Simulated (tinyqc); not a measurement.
Worked calculation: inversion layer as a triangular well, valleys of the Si type. Values are carried at full precision from step to step, so a last printed digit may differ when a step is redone from the rounded ones.

Six ellipsoidal valleys with their long axes along the cube axes, mass ml along the axis and mt across it. For a valley whose axis makes the angle theta with the surface normal, 1/m_z = cos^2(theta)/ml + sin^2(theta)/mt sets the confinement; in the plane the masses are m_1 = mt and m_2 = ml mt/m_z, and m_d = sqrt(m_1 m_2).

Constants: e^2/(4 pi eps0) = 14.39964547 eV angstrom; hbar^2/2m0 = 3.80998211 eV angstrom^2; kB = 8.617333262e-05 eV/K.

Values chosen for the exercise (near those of Si; the results hold for these values, not for the real material):
- ml = 0.9 m0 (longitudinal mass)
- mt = 0.193 m0 (transverse mass)
- face = 110 (surface)
- eps = 11.7 (dielectric constant)
- Ns = 0.96 x 1e12/cm^2 (electron sheet density)
- Nd = 0.85 x 1e12/cm^2 (depletion charge)
- eta = 0.5 (share of Ns in the effective field)
- T = 400 K (temperature)
- tox = 21 angstrom (SiO2-equivalent oxide thickness)

## Valley masses on the (110) face

Group the valleys by their angle to the normal, heaviest m_z first.

Valleys (masses in m0):
```
valleys g  cos^2(theta)     m_z     m_1     m_2     m_d
4                0.5000  0.3178  0.1930  0.5465  0.3248
2                0.0000  0.1930  0.1930  0.9000  0.4168
```

The 4 valleys with the heaviest m_z will give the lowest ladder of subbands.

## Effective field

The field is taken as constant, e F = 4 pi (e^2/4 pi eps0)(Nd + eta Ns)/eps, with 1e12/cm^2 = 1e-4/angstrom^2, and the oxide as a hard wall at z = 0; c = hbar^2/2m0.

Find e F, and F in MV/cm (1 MV/cm = 0.01 V/angstrom).

e F = 0.00205697 eV/angstrom
F = 0.2057 MV/cm

## Subband ladders

Level j of a valley lies at E_j = a_j (c (e F)^2/m_z)^(1/3) above the band edge at the surface, with the Airy zeros a_j = 2.338107, 4.087949, 5.520560, 6.786708, 7.944134, 9.022651, 10.040174, 11.008524, 11.936016, 12.828777, and has <z> = 2 E_j/(3 e F).

The ten lowest levels of all groups of valleys together, j = 0, 1, ..., c = hbar^2/2m0; primes mark the groups with lighter m_z.

Subbands:
```
label  valleys g  m_d (m0)  E (eV)  <z> (angstrom)
0              4    0.3248  0.0865           28.05
0'             2    0.4168  0.1022           33.12
1              4    0.3248  0.1513           49.04
1'             2    0.4168  0.1787           57.92
2              4    0.3248  0.2043           66.23
2'             2    0.4168  0.2413           78.21
3              4    0.3248  0.2512           81.42
4              4    0.3248  0.2941           95.31
3'             2    0.4168  0.2967           96.15
5              4    0.3248  0.3340          108.24
```

The second subband is 0', 15.7 meV above the first.

## Fermi level and populations

Subband i holds n_i = g m_d/(2 pi c) kB T ln(1 + exp((EF - E_i)/kB T)) (spin included), and EF is fixed by sum n_i = Ns over the levels listed or, where none are listed, over j = 0 to 9 of each group; 1e12/cm^2 = 1e-4/angstrom^2.

Solve for EF; c = hbar^2/2m0. The mean distance is sum n_i <z>_i/Ns.

EF = -0.0328 eV

Populations:
```
label  (EF - E)/kB T  n (1e12/cm^2)  share (%)
0              -3.46          0.577       60.1
0'             -3.92          0.236       24.6
1              -5.34          0.089        9.3
1'             -6.14          0.026        2.7
2              -6.88          0.019        2.0
2'             -7.95          0.004        0.4
3              -8.24          0.005        0.5
4              -9.48          0.001        0.1
3'             -9.56          0.001        0.1
5             -10.64          0.000        0.0
```

mean distance from the surface = 33.52 angstrom

The lowest subband holds 60.1 % of the electrons and is not degenerate (EF well below its edge).

## Effect on the gate capacitance

The charge sits at the mean distance <z> from the surface, which adds (3.9/eps) <z> to the oxide thickness; C/Cox = tox/(tox + 3.9 <z>/eps). The density-of-states term is left out.

added thickness = 11.17 angstrom
C/Cox = 0.653

## Checks

- Lowest level by finite differences against the Airy formula, eV: both 0.0865.

tinyqc: `OMP_NUM_THREADS=1 python tinyqc.py 1280446 1280447 out.jsonl`; about 0.03 s, one thread, shared Intel(R) Xeon(R) Processor @ 2.30GHz.
